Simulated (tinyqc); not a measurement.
Pinning factor and decay constant from two barriers.

Problem. phiB = S (phiM - chi) + (1 - S)(Eg - E0) with S = 1/(1 + (1/S0 - 1) exp(-be ti)). Find S0, S at the given thickness and be.

Inputs (values chosen for the exercise); semiconductor values close to those of 4H silicon carbide; interlayer mass of the order of that in strontium titanate, offset chosen freely: band gap Eg = 3.34 eV; electron affinity chi = 3.72 eV; charge-neutrality level above the valence band E0 = 1.9 eV; metal work function phiM = 3.85 eV.

phiB at ti = 0, 0.4 nm (eV): 0.5885  0.40204522

Solution. Each barrier gives its S by linear interpolation between the pinned and the unpinned value; the ratio of the two values of 1/S - 1 is exp(be ti).

S0 = 0.650
S = 0.792
be = 1.80 1/nm

tinyqc, about 0.02 s, one thread, Intel Xeon 2.30GHz (shared host): `OMP_NUM_THREADS=1 python tinyqc.py 2270031 2270032 out.jsonl`
